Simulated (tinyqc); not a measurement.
Diffused layer (Gaussian), carriers, mobility and sheet resistance: one step of the calculation.

A p-type layer from the surface x = 0 to the junction xj, N(x) = N0 exp(-(x/Ld)^2). Local neutrality (no depletion at surface or junction, no spilling of carriers), intrinsic carriers neglected, full ionisation of active dopants.

Problem. Junction depth and local values. xj = Ld sqrt(ln(N0/Nb)); 13 equal steps from 0 to xj. Active dopant A = min(N, Ns); p = A - Nb; mobility mu = m1 + (m2 (T/300 K)^(-bt) - m1)/(1 + ((A + Nb)/Nr)^am).

Values chosen for this exercise; values close to those of boron in silicon over an n-type background: temperature T = 300 K; background doping of the opposite type Nb = 1.2e14 cm^-3; peak chemical concentration N0 = 4.7e18 cm^-3; mobility limit at high doping m1 = 44 cm^2/(V s); mobility limit at low doping, at 300 K m2 = 478 cm^2/(V s); reference doping of the mobility law Nr = 2.21e17 cm^-3; exponent of the mobility law am = 0.735; temperature exponent of m2 bt = 2.4; solubility limit of active dopant Ns = 2.04e20 cm^-3; diffusion length 2 sqrt(D t) Ld = 9.3 nm.

Give: xj; x; N; A; p; mu.

Solution.

xj = 30.244 nm

| point | x (nm) | N (cm^-3) | A (cm^-3) | p (1e18 cm^-3) | mu (cm^2/(V s)) |
|---|---|---|---|---|---|
| 0 | 0.000 | 4.7000e18 | 4.7000e18 | 4.6999 | 85.493 |
| 1 | 2.326 | 4.4149e18 | 4.4149e18 | 4.4148 | 87.251 |
| 2 | 4.653 | 3.6592e18 | 3.6592e18 | 3.6591 | 92.929 |
| 3 | 6.979 | 2.6761e18 | 2.6761e18 | 2.6760 | 103.84 |
| 4 | 9.306 | 1.7269e18 | 1.7269e18 | 1.7268 | 122.45 |
| 5 | 11.632 | 9.8327e17 | 9.8327e17 | 0.9831 | 152.61 |
| 6 | 13.959 | 4.9400e17 | 4.9400e17 | 0.4939 | 198.64 |
| 7 | 16.285 | 2.1899e17 | 2.1899e17 | 0.2189 | 261.69 |
| 8 | 18.612 | 8.5658e16 | 8.5658e16 | 0.0855 | 333.57 |
| 9 | 20.938 | 2.9564e16 | 2.9564e16 | 0.0294 | 397.23 |
| 10 | 23.264 | 9.0032e15 | 9.0032e15 | 0.0089 | 439.96 |
| 11 | 25.591 | 2.4192e15 | 2.4192e15 | 0.0023 | 462.30 |
| 12 | 27.917 | 5.7360e14 | 5.7360e14 | 0.0005 | 471.81 |
| 13 | 30.244 | 1.2000e14 | 1.2000e14 | 0.0000 | 475.14 |

The mobility runs from 85.5 to 475 cm^2/(V s).

Range of the model: The layer is thin and light enough that depletion at the surface and the junction, left out here, would remove a good share of its carriers.

Program tinyqc, `OMP_NUM_THREADS=1 python tinyqc.py 2110128 2110129 out.jsonl`; Intel Xeon 2.30GHz, shared host, one thread, about 0.01 s.
